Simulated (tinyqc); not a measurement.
One electron in a tunnel-coupled double dot: charge qubit, sensing and quantum capacitance: one step of the calculation.

Basis (left, right), H = [[ep/2, tc], [tc, -ep/2]], splitting Om = sqrt(ep^2 + 4 tc^2), ep = al times the gate voltage. In equilibrium the electron is on the right with the chance P_R = [1 + (ep/Om) tanh(Om/2 kB T)]/2.

Task. Splitting and occupation. Also the frequency Om/h, the mixing angle arctan2(2 tc, ep) and the weight of the right dot in the ground state, (1 + ep/Om)/2.

Inputs (values chosen for the exercise):
- tc = 7.8 ueV (tunnel coupling)
- T = 0.16 K (electron temperature)
- ep = 22.1 ueV (detuning)

Constants: q = 1.602176634e-19 C, kB = 1.380649e-23 J/K, h = 6.62607015e-34 J s, Vt = kB T/q. Results are converted to the units shown.

Find: Om; Om/h; mixing angle; ground-state weight; kB T; P_R.

Result.

Om = 27.05 ueV
Om/h = 6.541 GHz
mixing angle = 35.22 degree
ground-state weight = 0.9085
kB T = 13.79 ueV
P_R = 0.8078

Numbers from tinyqc (`OMP_NUM_THREADS=1 python tinyqc.py 2470039 2470040 out.jsonl`; about 0.01 s on one thread of a shared Intel Xeon 2.30GHz).
